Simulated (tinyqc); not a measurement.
Permeation of metal atoms or ions through a thin barrier or dielectric: time lag, field-aided drift and lifetime: one step, computed by the program tinyqc.

The film 0 < x < d is empty at first; C = C0 at x = 0 and C = 0 at x = d. dC/dt = D d2C/dx2 - v dC/dx with drift v = D z e V/(k_B T d) (uniform field, no space charge).

Problem. Steady flux and time lag. Steady flux J = (D C0/d) P/(1 - exp(-P)); time lag in units of d^2/D: s_L = [P (1 + exp(-P))/(1 - exp(-P)) - 2]/P^2 (P = 0: J = D C0/d, s_L = 1/6).

Inputs (values chosen for the exercise, for a model case: singly charged ions through a dielectric): thickness d = 32 nm; concentration at the source side C0 = 1.2e+15 1/cm^3; test temperature T = 225 C.

Peclet number P = 0.9085139

diffusivity D = 7.201889e-17 cm^2/s

time scale d^2/D = 142184.9 s

Give: flux relative to D C0/d; steady flux J; time lag s_L; time lag.

Solution.

flux relative to D C0/d = 1.522

steady flux J = 41108 1/(cm^2 s)

time lag s_L = 0.1644

time lag = 23378 s

Drift and diffusion both act.
